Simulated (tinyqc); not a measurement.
Self-consistent Fermi level with native defects, at growth and after a quench: one step, computed by the program tinyqc.

Energies are counted from the top of the valence band (VBM); when the gap shrinks with temperature the conduction band moves and the levels stay. The added dopant is taken as fully ionised. D and A draw on one reservoir with opposite signs, as the two vacancies of a compound do.

Question. After the quench to T. E_g(T) = E_g - slope x max(0, T - 300 K). N_c = 2 M_c (2 pi m_e k_B T/h^2)^(3/2) and N_v = 2 (2 pi m_h k_B T/h^2)^(3/2), masses in units of m_0. n = N_c F_1/2((E_F - E_g)/k_B T), p = N_v F_1/2(-E_F/k_B T). F_1/2(eta) = (2/sqrt(pi)) int_0^infinity sqrt(x)/(1 + exp(x - eta)) dx, by the trapezoid rule in t = sqrt(x) with step 0.02 up to t = 12 (for eta < -12 by exp(eta) - exp(2 eta)/2^(3/2)). After a quench the totals of D and A stay as grown, and each is shared among its charge states with weights exp(-(E_f(q, 0) + q E_F)/k_B T). Net charge = p - n + sum q c_q - N_X; the log ratio is ln(positive charge/negative charge). E_F is the root of the log ratio, by 50 bisections between -0.5 eV and E_g + 0.5 eV.

Inputs (values chosen for the exercise, with bands modelled on CdTe):
```
quantity                      value   unit
gap E_g at 300 K               1.53     eV
slope -dE_g/dT above 300 K  0.00024   eV/K
electron mass m_e            0.0947    m_0
valleys M_c                       1      -
hole mass m_h                 0.628    m_0
dopant density N_X          4.4e+16  cm^-3
growth temperature T_g         1120      K
temperature of use T            400      K
```

Added shallow dopant: acceptor.

total D = 3.210870e+16 cm^-3

total A = 5.983654e+12 cm^-3

E_f(q, E_F = 0) (eV): D(+3) -1.114, D(+2) -0.321, D(+1) 0.749, D(0) 1.869, A(0) 3.105, A(-1) 3.443, A(-2) 3.907

Constants: m_0 = 9.1093837015e-31 kg; k_B = 1.380649e-23 J/K; h = 6.62607015e-34 J s; k_B = 8.617333262e-05 eV/K.

Give: E_F after the quench; n after the quench; p after the quench; Frozen defects.

Answer.

E_F after the quench = 1.07 eV

n after the quench = 3.39e+12 cm^-3

p after the quench = 6.77e+05 cm^-3

Frozen defects:
```
state  c (cm^-3)  share of its total
D(+3)   5.17e+12            1.61e-04
D(+2)   1.50e+16            4.67e-01
D(+1)   1.40e+16            4.37e-01
D(0)    3.08e+15            9.61e-02
A(0)    9.45e-05            1.58e-17
A(-1)   1.48e+05            2.47e-08
A(-2)   5.98e+12            1.00e+00
```
